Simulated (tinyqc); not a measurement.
Round or elliptic silicon nanowire with anisotropic valleys (Ritz method): sweeps and comparisons. A value that a table varies takes the place of the one given here.

Wire along x = [110] on a (001) wafer, y = [-110], z = [001]. Valley groups (w = inverse masses): A, two valleys along z: w_y = 1/mt, w_z = 1/ml, m_x = mt; B, four valleys in the wafer plane: w_y = (1/ml + 1/mt)/2, w_z = 1/mt, m_x = (ml + mt)/2.

Hard wall on the ellipse (y/a)^2 + (z/b)^2 = 1, c = hbar^2/2m0. With u = y/a, v = z/b the operator is -c [(w_y/a^2) d2/du2 + (w_z/b^2) d2/dv2] on the unit disc. Basis (1 - u^2 - v^2) u^i v^j; S, X and Y are the disc integrals of f f', (df/du)(df'/du) and (df/dv)(df'/dv), from the integral of u^p v^q = 2 Gamma((p+1)/2) Gamma((q+1)/2)/((p + q + 2) Gamma((p+q+2)/2)) for even p, q; H = c (w_y X/a^2 + w_z Y/b^2).

Converged values use 21 functions of each parity class (e or o in u, then in v).

Constants: hbar^2/2m0 = 3.80998211 eV angstrom^2.

Values chosen for the exercise (near those of a Si nanowire; shifted at random, so the results belong to these values and not to a real crystal):
- ml = 0.919 m0 (longitudinal mass)
- mt = 0.191 m0 (transverse mass)
- a = 41 angstrom (semi-axis along y)
- b = 31 angstrom (semi-axis along z)
- asp = (0.4, 0.6, 0.8, 1, 1.3, 1.8, 2.5) (ratios a/b)
- area = 39.9 nm^2 (cross-section, kept fixed)
- hw = 2 (height over mean width)

## Size of the basis

Lowest level of each group with 1, 3, 6 and 21 even functions.

Levels (meV):
```
functions,A,B
1,48.54,83.77
3,46.48,80.15
6,46.46,80.12
21,46.46,80.12
```

What does this show?

One function errs by 4.5 % for A and 4.6 % for B, six by 4.9e-05 and 9.7e-05 meV. The error grows with the axis ratio of the stretched ellipse (1.66, 1.70); for a circle it is 6/5.783 - 1 = 3.7 %.

## Flattening the wire at fixed area

a = sqrt(area x ratio/pi), b = a/ratio, 1 nm^2 = 100 angstrom^2; lowest level of each group.

Levels (eV):
```
a/b,a (angstrom),b (angstrom),A,B
0.4,22.5,56.3,0.1093,0.0857
0.6,27.6,46.0,0.0778,0.0728
0.8,31.9,39.8,0.0625,0.0706
1.0,35.6,35.6,0.0539,0.0727
1.3,40.6,31.3,0.0469,0.0796
1.8,47.8,26.6,0.0422,0.0951
2.5,56.3,22.5,0.0417,0.1200
```

What can be read from the table?

Each group is lowest where its stretched ellipse is a circle, at a/b = sqrt(w_y/w_z): 2.19 for A and 0.78 for B. The lowest group is B in the first row and A in the last, crossing between a/b = 0.6 and 0.8; B - A is -24 meV in the first row and +78 meV in the last.

## Shape of the cross-section

Equal area, hard walls, lowest level of -c (w_y d2/dy2 + w_z d2/dz2), c = hbar^2/2m0. Rectangle W x H with H/W = hw; ellipse with b/a = hw; trapezoid of height H, base W/0.8 and top 0.6 of the base; isosceles triangle of height H and base 2W. Ellipse, trapezoid and triangle by converged Ritz bases; 1 nm^2 = 100 angstrom^2.

Levels:
```
shape,A (eV),B (eV),B - A (meV)
rectangle,0.1038,0.0843,-19.5
ellipse,0.0903,0.0771,-13.1
trapezoid,0.0935,0.0848,-8.7
triangle,0.0636,0.0888,25.2
```

W = 44.7 angstrom
H = 89.3 angstrom

What does this show, and why?

For group A the order is triangle, ellipse, trapezoid, rectangle, spanning 63 %. For group B the order is ellipse, rectangle, trapezoid, triangle, spanning 15 %. The ellipse lies below the rectangle for both groups, since corners hold little of the wave function. The triangle is lowest for A, whose light mass lies across the width and gains from the wide base. The spacing B - A of the valley groups runs from -20 to 25 meV.

## What each parameter does

Lowest level of groups A and B. Each row changes one parameter from the base and keeps the others.

Results:
```
case,A (eV),B (eV),B - A (meV)
base,0.0465,0.0801,33.7
a = 39 angstrom,0.0500,0.0824,32.4
b = 29 angstrom,0.0483,0.0884,40.1
ml = 1.029 m0,0.0451,0.0797,34.7
mt = 0.172 m0,0.0501,0.0886,38.4
```

What can be read from the table?

The largest shifts from the base row, up to three for each result and ties (the steps differ in size, so this ranks the rows, not the parameters). A (eV): mt +0.0037, a +0.0035, b +0.0019. B (eV): mt +0.0084, b +0.0083, a +0.0023. B - A (meV): b +6.5, mt +4.8, a -1.2.

tinyqc: `OMP_NUM_THREADS=1 python tinyqc.py 1280128 1280129 out.jsonl`; about 0.06 s, one thread, shared Intel(R) Xeon(R) Processor @ 2.30GHz.
